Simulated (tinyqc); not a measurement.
Pair-potential crystal by lattice sums. Inputs raised by 2 %, one at a time. Computed by tinyqc, a small Python program. Command: `OMP_NUM_THREADS=1 python tinyqc.py 3020608 3020609 out.jsonl pairsum sens`. One thread of a shared host (Intel(R) Xeon(R) Processor @ 2.30GHz), about 0.07 s of CPU time with the checks.

Energy per atom E = (1/2) sum over neighbours of phi(r); d is the nearest-neighbour distance.

Inputs (values chosen for the exercise, for model atoms): well depth eps = 0.0768 eV; pair minimum r0 = 3.13 angstrom; cut-off r_c/r0 = 1.78; repulsive exponent n = 10; attractive exponent m = 7.

Potential: Mie n-m. Structure: bcc.

Constants: 1 eV/angstrom^3 = 160.2176634 GPa.

Method:
- phi0(r) = eps [m (r0/r)^n - n (r0/r)^m]/(n - m); shifted-force cut-off: phi(r) = phi0(r) - phi0(r_c) - (r - r_c) phi0'(r_c) for r < r_c, zero beyond.
- Shells (distance in units of d, count): fcc 1.0000 (12), 1.4142 (6), 1.7321 (24), 2.0000 (12), 2.2361 (24), 2.4495 (8), 2.6458 (48), 2.8284 (6), 3.0000 (36), 3.1623 (24); hcp 1.0000 (12), 1.4142 (6), 1.6330 (2), 1.7321 (18), 1.9149 (12), 2.0000 (6), 2.2361 (12), 2.3805 (12), 2.4495 (6), 2.5166 (6), 2.5820 (12), 2.6458 (24), 2.7080 (6), 2.8868 (12), 3.0000 (12), 3.1091 (24), 3.1623 (12); bcc 1.0000 (8), 1.1547 (6), 1.6330 (12), 1.9149 (24), 2.0000 (8), 2.3094 (6), 2.5166 (24), 2.5820 (24), 2.8284 (24), 3.0000 (32); sc 1.0000 (6), 1.4142 (12), 1.7321 (8), 2.0000 (6), 2.2361 (24), 2.4495 (24), 2.8284 (12), 3.0000 (30), 3.1623 (24); diamond 1.0000 (4), 1.6330 (12), 1.9149 (12), 2.3094 (6), 2.5166 (12), 2.8284 (24), 3.0000 (16). Volumes per atom in d^3: fcc 0.70711, hcp 0.70711, bcc 0.76980, sc 1.00000, diamond 1.53960; hcp has the ideal c/a. Every shell inside the cut-off is summed.
- Equilibrium: dE/dd = 0 at the lowest minimum with d between 0.78 r0 and 1.45 r0; B = d^2 E''(d)/(9 Omega).
- Unrelaxed vacancy: removing an atom breaks its bonds (2|E|) and placing it on the surface returns |E|, so E_v = |E|.
- At zero stress C_ijkl = (1/(2 Omega)) sum (phi'' - phi'/r) R_i R_j R_k R_l / r^2 over all neighbours, on cube axes; so C44 = C12 (Cauchy relation). C' = (C11 - C12)/2.

Runs:
```
input moved                   from        to  equilibrium distance d (angstrom)  energy per atom (eV)  bulk modulus B (GPa)  C11 (GPa)
base run                         -         -                              3.043               -0.3752                 26.24      23.31
well depth eps (eV)         0.0768  0.078336                              3.043               -0.3827                 26.76      23.77
pair minimum r0 (angstrom)    3.13    3.1926                              3.104               -0.3752                 24.72      21.96
cut-off r_c/r0                1.78    1.8156                              3.040               -0.3883                 26.83      23.95
repulsive exponent n            10      10.2                              3.044               -0.3765                 26.72      23.65
attractive exponent m            7      7.14                              3.043               -0.3777                 26.73      23.67
```

Exponents ln(y'/y) / ln(x'/x):
```
input                  equilibrium distance d  energy per atom  bulk modulus B     C11
well depth eps                          0.000            1.000           1.000   1.000
pair minimum r0                         1.000            0.000          -3.000  -3.000
cut-off r_c/r0                         -0.052            1.734           1.128   1.386
repulsive exponent n                    0.017            0.170           0.914   0.733
attractive exponent m                   0.012            0.331           0.942   0.789
```

Which inputs matter most for each result?

Among the inputs moved here: equilibrium distance d answers most in size to pair minimum r0 (exponent +1.000), next to cut-off r_c/r0 (-0.052); its exponent is below 0.0005 for well depth eps. Its exponent 0.000 in well depth eps: the geometry does not depend on the energy scale. Its exponent +1.000 in pair minimum r0: r0 sets the length scale. Energy per atom answers most in size to cut-off r_c/r0 (exponent +1.734), next to well depth eps (+1.000); its exponent is below 0.0005 for pair minimum r0. Its exponent +1.000 in well depth eps: eps sets the energy scale. Its exponent 0.000 in pair minimum r0: energy does not depend on the length scale. Bulk modulus B answers most in size to pair minimum r0 (exponent -3.000), next to cut-off r_c/r0 (+1.128). Its exponent +1.000 in well depth eps: B scales as eps/r0^3. Its exponent -3.000 in pair minimum r0: B scales as eps/r0^3. C11 answers most in size to pair minimum r0 (exponent -3.000), next to cut-off r_c/r0 (+1.386).

Extremes, crossings and ranges named in words are read from the listed rows.
